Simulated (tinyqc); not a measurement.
Avalanche multiplication and breakdown of a junction from ionisation integrals: one step, computed by the program tinyqc. Command: `OMP_NUM_THREADS=1 python tinyqc.py 3011221 3011222 out.jsonl impact walk`. One thread of a shared host (Intel(R) Xeon(R) Processor @ 2.30GHz), about 0.01 s of CPU time with the checks.

Ionisation coefficients follow the local field. Position x runs through the depletion layer from the p side (x = 0), where electrons enter, to the n side (x = w), where holes enter. The built-in voltage is neglected.

Problem. Multiplication and noise. M_n = 1/(1 - I_n), M_p = M_n exp(-Phi(w)); McIntyre excess noise for the carrier with the larger M, F_x = k M + (1 - k)(2 - 1/M), with k = (smaller M - 1)/(larger M - 1).

Junction: one-sided abrupt p+n.

Every 50th point:
```
x (micrometre)  F (MV/cm)  alpha_n (1/cm)  alpha_p (1/cm)        Phi  I_n up to x
0.00000         0.3145131    2.182129e+02    1.460480e+03   0.000000    0.0000000
10.44537        0.2751989    5.147320e+01    5.137936e+02  -0.843952    0.1894773
20.89073        0.2358848    7.502091e+00    1.275987e+02  -1.118730    0.2555387
31.33610        0.1965707    5.060856e-01    1.815209e+01  -1.177770    0.2646994
41.78147        0.1572565    8.867197e-03    9.739736e-01  -1.184367    0.2651703
52.22684        0.1179424    1.048070e-05    7.434439e-03  -1.184610    0.2651758
62.67220        0.0786283    1.464193e-11    4.331619e-07  -1.184611    0.2651758
73.11757        0.0393141    3.992295e-29    8.567546e-20  -1.184611    0.2651758
83.56294        0.0000000               0               0  -1.184611    0.2651758
```

Give: M_n; M_p; effective k; excess noise factor.

Solution.

M_n = 1.361

M_p = 4.449

effective k = 0.1046

excess noise factor = 2.055

Injecting holes gives the larger gain and, at equal gain, the lower noise.
